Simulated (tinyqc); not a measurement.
# Resistive memory cell, filament-gap model with Joule heating, step by step

Program tinyqc, `OMP_NUM_THREADS=1 python tinyqc.py 2880011 2880012 out.jsonl`; Intel Xeon 2.30GHz, shared host, one thread, about 0.05 s. Printed values are rounded.

A tunnelling gap g separates the tip of a filament from the electrode. I = I0 exp(-g/g0) sinh(Vd/V0), with Vd = V - I Rs on the device; T = T0 + Rth Vd I at once; the gap closes as dg/dt = -nu exp(-q Ea/(kB T)) sinh(al q Vd/(kB T)). All constants are fitting values of a compact model.

Values chosen for this exercise:

| symbol | value | unit | meaning |
|---|---|---|---|
| T0 | 358 | K | ambient temperature |
| I0 | 1.1 | mA | current scale |
| g0 | 0.23 | nm | tunnelling length |
| V0 | 0.49 | V | voltage scale |
| nu | 10 | m/s | attempt velocity |
| Ea | 1.05 | eV | activation energy |
| al | 0.4 |  | barrier lowering per volt on the device |
| Rth | 5.1e5 | K/W | thermal resistance |
| Rs | 500 | ohm | series resistance |
| V | 1.58 | V | pulse voltage |

Constants: q = 1.602176634e-19 C, kB = 1.380649e-23 J/K. Results are converted to the units shown.

## Iteration 1: voltage on the device

Vd at the start = 1.58 V
g = 0.6 nm

I = I0 exp(-g/g0) sinh(Vd/V0); f = Vd + Rs I - V, f' = 1 + Rs (I0/V0) exp(-g/g0) cosh(Vd/V0), Vd(new) = Vd - f/f'.

I = 1016.51 uA
f' = 2.04054
Vd after iteration 1 = 1.33092 V

## Iteration 2: voltage on the device

As before.

I = 609.724 uA
f' = 1.62763
Vd after iteration 2 = 1.29665 V

## Course of the iteration: voltage on the device

Stop when Vd changes by less than 1e-10 V, or after 30 iterations.

Course of the iteration:
```
iteration,Vd (V),|change| (V)
1,1.33092,0.249
2,1.29665,0.0343
3,1.29619,4.59e-4
4,1.29619,7.88e-8
5,1.29619,< 1e-13
```

Converged in 5 iterations. At the end the number of correct digits about doubles with each step.

## Current, temperature and closing rate

Vd = 1.29619 V

I, T and dg/dt as above.

I = 567.622 uA
T = 733.230 K
lowered barrier Ea - al Vd = 0.531524 eV
-dg/dt = 0.00111069 nm/ns

Without heating the rate would be 1.65e-7 nm/ns, so heating by 375 K multiplies it by 6750.
